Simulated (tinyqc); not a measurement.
Correlation length: interface roughness in a thin film (subband fluctuation and scattering).

Square well of width t, barriers V0, c = hbar^2/2m0: E1 solves k t + 2 atan[(k/mz)/(kappa/mb)] = pi, k = sqrt(mz E/c), kappa = sqrt(mb (V0 - E)/c). One interface is rough, so the subband edge fluctuates by G dt with G = |dE1/dt| (central difference of 0.01 angstrom; 2 E1/t for hard walls).

Gaussian roughness spectrum S(q) = pi D^2 Lc^2 exp(-q^2 Lc^2/4). Degenerate gas, taken to fill one subband (the second starts to fill once c kF^2/md exceeds E2 - E1, which is not tested here): kF = sqrt(2 pi Ns/gv), q = 2 kF sin(theta/2), 1/tau = (md/(2 pi c hbar)) G^2 times the integral from 0 to pi of S(q)(1 - cos theta)/eps(q)^2 dtheta, eps(q) = 1 + qs/q with screening (qs = gv md q0/(c eps), q0 = e^2/(4 pi eps0), form factors left out, which overstates the screening; other scattering is left out too, so these values lie far above measured mobilities in all but the thinnest films) or 1 without; mobility = tau c2/md with c2 = e/m0 = 1.75882e15 cm^2/(V s^2); 1e12/cm^2 = 1e-4/angstrom^2.

Constants: hbar^2/2m0 = 3.80998211 eV angstrom^2; hbar = 6.58211957e-16 eV s; e^2/(4 pi eps0) = 14.39964547 eV angstrom.

Parameters, chosen for this exercise (near those of a thin Ge channel on (111), one valley; not measured data):
```
symbol  value                       unit         meaning
t       24                          angstrom     film thickness
mz      1.608                       m0           confinement mass
V0      2.16                        eV           barrier
mb      0.31                        m0           barrier mass
md      0.08                        m0           mass in the plane
gv      1                                        valleys
D       1.7                         angstrom     rms height of the roughness
Ns      2                           x 1e12/cm^2  sheet density
eps     12.1                                     mean dielectric constant at the channel
Ll      (4, 8, 14, 22, 35, 55, 90)  angstrom     correlation lengths
```

Fixed D; bare and screened mobility.

Results:
```
Lc (angstrom)  kF Lc  bare mobility (cm^2/(V s))  screened mobility (cm^2/(V s))
4               0.14                    1.06e+06                        2.15e+06
8               0.28                    2.77e+05                        5.65e+05
14              0.50                    1.02e+05                        2.10e+05
22              0.78                    5.37e+04                        1.12e+05
35              1.24                    3.97e+04                        8.69e+04
55              1.95                    5.42e+04                        1.40e+05
90              3.19                    1.08e+05                        4.34e+05
```

The bare mobility is lowest at Lc = 35 angstrom of those listed (kF Lc = 1.24). The screened mobility is lowest at Lc = 35 angstrom of those listed (kF Lc = 1.24). Short roughness averages out (mobility as 1/Lc^2; the first two rows give exponent -1.94), and long roughness deflects only by small angles (bare mobility rising as Lc; the last two rows give 1.40).

Program tinyqc; command `OMP_NUM_THREADS=1 python tinyqc.py 1252547 1252548 out.jsonl`; about 0.01 s on one thread of a shared Intel(R) Xeon(R) Processor @ 2.30GHz.
